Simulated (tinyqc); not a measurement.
Inside a calculation. Model: q-state Potts model on a small periodic square lattice: enumeration, Metropolis, heat-bath and Wolff steps. Computed by tinyqc, a small Python program that keeps every step. Command: `OMP_NUM_THREADS=1 python tinyqc.py 3114378 3114379 out.jsonl potts walk`. One thread of a shared host (Intel(R) Xeon(R) Processor @ 2.30GHz), about 0.07 s of CPU time with the checks. Intermediate numbers are printed to about 7 digits and carried at full precision; extremes and crossings named in words are read from the listed rows.

E = -J x (number of nearest-neighbour bonds with equal states); n x n sites with periodic edges have 2 n^2 bonds. Order parameter m = (q f - 1)/(q - 1), f being the largest share of one state. Sites are numbered row by row from 0. Here q = 2 and n = 4.

Inputs (values chosen for the exercise, for a model of domains or grain orientations):
```
quantity,value,unit
number of states q,2,-
edge n,4,-
coupling J,25,meV
temperature T,203,K
seed,270790,-
```

Update: Metropolis.

Constants: k_B = 8.617333262e-05 eV/K.

## Scales

K = J/(k_B T); the infinite square lattice orders at K_c = ln(1 + sqrt(q)); Wolff bond probability p = 1 - exp(-K).

K = 1.429128

K_c = 0.8813736

T_c of the infinite lattice = 329.1600 K

p = 0.7604823

## Density of states

All q^(n^2) states are counted by their number b of equal bonds; weights g(b) exp(K b), K = J/(k_B T). Per site: u = -J <b>/n^2, c/k_B = K^2 (<b^2> - <b>^2)/n^2.

States by number of equal bonds:
```
b,g(b),probability
0,2,1.296631e-20
4,32,6.303557e-17
6,64,2.197558e-15
8,424,2.537762e-13
10,1728,1.802825e-11
12,6688,1.216272e-09
14,13568,4.301054e-08
16,20524,1.134085e-06
18,13568,1.306846e-05
20,6688,1.122870e-04
22,1728,5.057100e-04
24,424,2.162959e-03
26,64,5.690981e-03
28,32,4.960001e-02
32,2,9.419138e-01
```

The most probable level has b = 32 of 32 bonds.

## Exact averages

ln Z = ln sum g(b) exp(K b); entropy per site s/k_B = (ln Z - K <b>)/n^2.

<b> = 31.74354

energy u = -49.59929 meV/site

heat capacity c = 0.1456161 k_B/site

entropy s = 0.06996857 k_B/site

## Order parameter

The same sums with m: <m> and the Binder ratio U = 1 - <m^4>/(3 <m^2>^2).

<m> = 0.9912567

Binder ratio U = 0.6650541

## Eight single-site steps

start states:
```
,1,2,3,4
1,0,1,1,0
2,1,1,1,1
3,0,1,1,1
4,0,0,1,1
```

random numbers, one row a step:
```
,1,2,3
1,0.0565,0.8966,0.8916
2,0.6532,0.0382,0.0330
3,0.7006,0.7009,0.4026
4,0.4263,0.1127,0.5969
5,0.9521,0.6959,0.4021
6,0.1570,0.5088,0.3417
7,0.5181,0.6850,0.9093
8,0.3543,0.2237,0.7571
```

Site = floor(r1 n^2). Trial state = (old + 1 + floor(r2 (q - 1))) mod q; it is accepted if r3 < min(1, exp(K db)), db the change in equal bonds.

Steps:
```
site,old,trial,db,acceptance,new
0,0,1,0,1.000000e+00,1
10,1,0,-4,3.291173e-03,1
11,1,0,-2,5.736874e-02,1
6,1,0,-4,3.291173e-03,1
15,1,0,0,1.000000e+00,0
2,1,0,-2,5.736874e-02,1
8,0,1,2,1.000000e+00,1
5,1,0,-4,3.291173e-03,1
```

states afterwards:
```
,1,2,3,4
1,1,1,1,0
2,1,1,1,1
3,1,1,1,1
4,0,0,1,0
```

## A longer run and its error bar

After 400 updates are discarded, b is recorded for 4000 sweeps of n^2 steps of the update named (random numbers not printed, so these rows are one sample). Records are averaged in blocks; the error is the scatter of block means over sqrt(number of blocks), and the last column its square over that for single records.

Blocking:
```
block length,mean b,error,variance ratio
1,31.7165,0.01821373,1.000000
4,31.7165,0.02638321,2.098252
16,31.7165,0.03405731,3.496416
40,31.7165,0.03160724,3.011449
100,31.7165,0.03023742,2.756079
```

The run gives 31.716 +/- 0.032 (blocks of 40) against the exact 31.744, a difference of 0.9 error bars. Single records understate the error by a factor of about 1.7, because successive records are correlated.

## Across the transition

m and U = 1 - <m^4>/(3 <m^2>^2) from the same sums; K = K_c T_c/T.

Exact values for this lattice:
```
T/T_c,share of equal bonds,c (k_B/site),<m>,U
0.50,0.9980955,0.0497333,0.9980246,0.6663456
0.70,0.9826133,0.2577169,0.9799915,0.6625222
0.85,0.9490688,0.5428329,0.9341159,0.6496695
0.95,0.9128506,0.7241704,0.8786271,0.6307078
1.00,0.8914059,0.7832668,0.8438604,0.6171993
1.10,0.8455708,0.8129949,0.7660905,0.5822119
1.25,0.7806982,0.6894978,0.6500476,0.5152723
1.50,0.7035052,0.4120260,0.5062381,0.3985171
2.00,0.6299867,0.1599519,0.3704504,0.2437403
3.00,0.5783554,0.0526718,0.2860150,0.1348403
```

c is largest, 0.81 k_B, at T/T_c = 1.1: on so small a lattice the transition is a broad bump. At T_c the infinite lattice has a share (1 + 1/sqrt(q))/2 = 0.854 of equal bonds, against 0.891 here. <m> stays at 0.29 at 3 T_c, since the largest share among 16 sites always exceeds 1/q on average.

Checks made by the program: number of states (relative difference below 1e-10).
